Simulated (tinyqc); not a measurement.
Strained alloy layer of GaSb and GaAs on (001) InP, model-solid band line-up: one step of the calculation.

The layer is x parts of the first compound and 1 - x of the second, grown coherently on the third as substrate and barrier. Rows of the table: lattice constant a, average valence level Ea on an absolute scale, spin-orbit splitting so, gaps at Gamma, X and L, hydrostatic deformation potentials av and ac (Gamma), shear potential b, elastic constants, electron and heavy-hole (along z) masses. All are interpolated linearly in x; gaps get -C x (1 - x), taken wholly in the conduction band; real line-ups can differ from this model by 0.1 eV or more.

Problem. Relaxed alloy and strain. In-plane strain e = (a_substrate - a)/a, e_z = -2 (c12/c11) e, volume change 2 e + e_z.

Inputs (values chosen for the exercise):
```
symbol  value  unit                                      meaning
x        0.39        fraction of the first compound in the layer
CG       1.43    eV                      bowing of the Gamma gap
CX        1.2    eV                          bowing of the X gap
CL        1.2    eV                          bowing of the L gap
```

Binary compounds, values chosen for the exercise:
```
              close to GaSb  close to GaAs  close to InP
a (angstrom)          6.096          5.653         5.869
Ea (eV)               -6.25          -6.92         -7.04
so (eV)               0.753          0.344         0.111
EG (eV)               0.731           1.43          1.35
EX (eV)                1.04           1.91          2.18
EL (eV)               0.821           1.73          1.93
av (eV)               0.798           1.16          1.28
ac (eV)               -6.77          -7.15         -4.99
b (eV)                -1.99          -1.71         -1.68
c11 (GPa)              89.1            120           101
c12 (GPa)              40.5           54.4          55.3
me (m0)              0.0385         0.0678        0.0789
mh (m0)               0.246          0.351         0.525
```

Find: a; Gamma gap; X gap; L gap; e; e_z; volume change.

Solution.

a = 5.8258 angstrom
Gamma gap = 0.81719 eV
X gap = 1.2852 eV
L gap = 1.0900 eV
e = 0.74205 %
e_z = -0.67337 %
volume change = 0.81073 %

The relaxed alloy has its lowest gap at Gamma (direct). The layer is under tensile in-plane strain.

Program tinyqc, `OMP_NUM_THREADS=1 python tinyqc.py 2690040 2690041 out.jsonl`; Intel Xeon 2.30GHz, shared host, one thread, about 0.01 s.
